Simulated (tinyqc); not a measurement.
From results back to parameters: periodic multilayer mirror for extreme ultraviolet light. Three cases, with inputs chosen for the exercise.

Problem. With a mean index 1 - dm the Bragg wavelength is lam_B = 2 L sqrt((1 - dm)^2 - sin^2 theta). It is given at 0 degrees and at th2; L and dm are hidden. Then the absorber share is Gm = (dm - delta_S)/(delta_A - delta_S), with the first entries of dS and dA; L is the period.

Case 1.

Values chosen (out of a larger set: optical constants near those of Mo and Si at 13.5 nm; not measured data):
- th2 = 10 degrees (second angle)
- dA = (0.0738, 0.0067) (delta and beta of the absorber, N = 1 - delta + i beta)
- dS = (0.001, 0.0018) (delta and beta of the spacer and the substrate)

lam_B at 0 = 13.654040 nm
lam_B at th2 = 13.432086 nm

Case 2.

Values chosen (out of a larger set: optical constants near those of Mo and Si at 13.5 nm; not measured data):
- th2 = 10 degrees (second angle)
- dA = (0.075, 0.00643) (delta and beta of the absorber, N = 1 - delta + i beta)
- dS = (0.0011, 0.00185) (delta and beta of the spacer and the substrate)

lam_B at 0 = 13.622476 nm
lam_B at th2 = 13.399363 nm

Case 3.

Values chosen (out of a larger set: optical constants near those of Mo and Si at 13.5 nm; not measured data):
- th2 = 10 degrees (second angle)
- dA = (0.0765, 0.00663) (delta and beta of the absorber, N = 1 - delta + i beta)
- dS = (0.001, 0.00173) (delta and beta of the spacer and the substrate)

lam_B at 0 = 13.454792 nm
lam_B at th2 = 13.240302 nm

Find: L; dm; Gm.

Solution. The difference of the squares is 4 L^2 sin^2(th2); then 1 - dm = lam_B(0)/(2 L).

Case 1.

L = 7.060 nm
dm = 0.0330
Gm = 0.44

Case 2.

L = 7.070 nm
dm = 0.0366
Gm = 0.48

Case 3.

L = 6.890 nm
dm = 0.0236
Gm = 0.30

Computed by tinyqc, one run a case: `OMP_NUM_THREADS=1 python tinyqc.py N N+1 out.jsonl` with N = 1651627, 1651640, 1651646; one thread of a shared Intel(R) Xeon(R) Processor @ 2.30GHz, about 0.01 s a run at most.
